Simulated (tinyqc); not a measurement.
Trench capacitor in an array: capacitance, non-linearity, leakage and relaxation: one step of the calculation.

A film between two metal electrodes, each interface adding a series capacitance ci. The small-signal permittivity is ek (1 + aq E^2); the field is found with the linear permittivity. Leakage J = J0 sinh(E/Ef). After a voltage step the film passes a relaxation current kr C V tt^(-nr), tt being the time in seconds. The sidewall is a coaxial capacitor with radii a = dm/2 - t and b = dm/2, depth AR dm; the end face is left out.

Question. Cell capacitance, fields and time constant. Per length 1/c = ln(b/a)/(2 pi eps0 ek) + (1/a + 1/b)/(2 pi ci); cell capacitance c AR dm; per footprint over pt^2; fields c V/(2 pi eps0 ek r) at r = a and b; resistance of the inner electrode rho AR dm/(pi a^2); time constant R C/3 of the distributed line.

Parameters, values chosen for the exercise; permittivity of the order of that of zirconium oxide: relative permittivity of the film ek = 35.3; film thickness t = 4.3 nm; capacitance of each electrode interface (dead layer and screening) ci = 1000 uF/cm^2; bias V = 1.3 V; diameter of the hole dm = 39 nm; aspect ratio, depth over diameter AR = 30; pitch of the square array pt = 79 nm; resistivity of the inner electrode rho = 1000 uohm cm.

Constants: eps0 = 8.8541878128e-14 F/cm where lengths are in cm. Results are converted to the units shown.

Find: a; b; cell capacitance; capacitance per footprint; field at a; field at b; R; R C/3.

Answer.

a = 15.20 nm
b = 19.50 nm
cell capacitance = 9.090 fF
capacitance per footprint = 145.6 uF/cm^2
field at a = 3.383 MV/cm
field at b = 2.637 MV/cm
R = 16.12 kohm
R C/3 = 48.84 ps

The array gives 20.3 times the planar capacitance per footprint; curvature makes the field at the inner electrode 1.14 times the planar value.

tinyqc, about 0.01 s, one thread, Intel Xeon 2.30GHz (shared host): `OMP_NUM_THREADS=1 python tinyqc.py 2102045 2102046 out.jsonl`
